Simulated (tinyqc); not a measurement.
Bowing of the band edge from disorder: coherent potential approximation for a binary alloy with a semi-elliptic band.

Site levels eA = -x d (share 1 - x) and eB = (1 - x) d (share x), so that their mean, the virtual crystal, is 0. Pure band: G0(z) = 2 (z - sqrt(z - W) sqrt(z + W))/W^2 with principal roots, density -Im G/pi per site. The medium has a self-energy S(z), G = G0(z - S), z = E + i eta. t_i = (e_i - S)/(1 - (e_i - S) G); the CPA demands <t> = (1 - x) tA + x tB = 0. Iteration: start at S = 0, set S(new) = S + <t>/(1 + <t> G), stop when |<t>| < 1e-9 eV.

Inputs chosen for the exercise: W = 2.3 eV (half width of the pure band); d = 2.63 eV (eB - eA).

For eta = 0 the CPA reads G = (1 - x)/(y - eA) + x/(y - eB) with y = E - W^2 G/4; the lower edge is the maximum of E(y) = y + W^2 G(y)/4 for y < eA. The virtual crystal puts it at -W. Second order: -W - 2 x (1 - x) d^2/W, from S = x (1 - x) d^2 G0(-W), G0(-W) = -2/W.

Lower edge (eV):
```
x        edge  edge + W  second order  (edge + W)/(x (1 - x))
0.05  -2.3909   -0.0909       -0.2857                 -1.9134
0.10  -2.4805   -0.1805       -0.5413                 -2.0054
0.25  -2.7404   -0.4404       -1.1278                 -2.3487
0.40  -2.9834   -0.6834       -1.4435                 -2.8476
0.50  -3.1328   -0.8328       -1.5037                 -3.3310
0.60  -3.2681   -0.9681       -1.4435                 -4.0337
0.75  -3.4306   -1.1306       -1.1278                 -6.0298
0.90  -3.4902   -1.1902       -0.5413                -13.2247
0.95  -3.4464   -1.1464       -0.2857                -24.1347
```

second-order coefficient = -6.0147 eV

How do the results move, and what explains it?

Disorder pushes the edge below the virtual crystal, most at x = 0.9 (-1190 meV). The coefficient runs from -1.913 at x = 0.05 to -24.135 eV at 0.95, against -6.015 in second order, which is only a guide at d/W = 1.14: it depends strongly on x and is largest in size where the low-lying A atoms are dilute and act as attractive impurities. For d above W/2 they bind a level, and the ratio then measures that level rather than bowing.

tinyqc: `OMP_NUM_THREADS=1 python tinyqc.py 1480425 1480426 out.jsonl`; about 0.01 s, one thread, shared Intel(R) Xeon(R) Processor @ 2.30GHz.
